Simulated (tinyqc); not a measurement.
Potential step from the flux.

Inverse problem. On one interval J = (q mu Vt/hx) [nb B(d) - na B(-d)], B(d) = d/(exp(d) - 1), d = (psi_b - psi_a)/Vt. Find psi_b - psi_a, and the step at which J would vanish.

Inputs (values chosen for the exercise):
```
symbol   value        unit                    meaning
T          300           K                temperature
mu        1200  cm^2/(V s)          electron mobility
na      8.6e14       cm^-3   density at the left node
nb        2e13       cm^-3  density at the right node
hx          52          nm               node spacing
```

Constants: q = 1.602176634e-19 C, kB = 1.380649e-23 J/K, Vt = kB T/q. Results are converted to the units shown.

J = -272.16108 A/cm^2

Answer. B(d) falls and B(-d) rises with d, so J falls steadily with the step and one value matches. J = 0 needs nb/na = exp(d), the Boltzmann ratio.

psi_b - psi_a = -0.04400 V
step for J = 0 = -0.09723 V

tinyqc, about 0.01 s, one thread, Intel Xeon 2.30GHz (shared host): `OMP_NUM_THREADS=1 python tinyqc.py 2220064 2220065 out.jsonl`
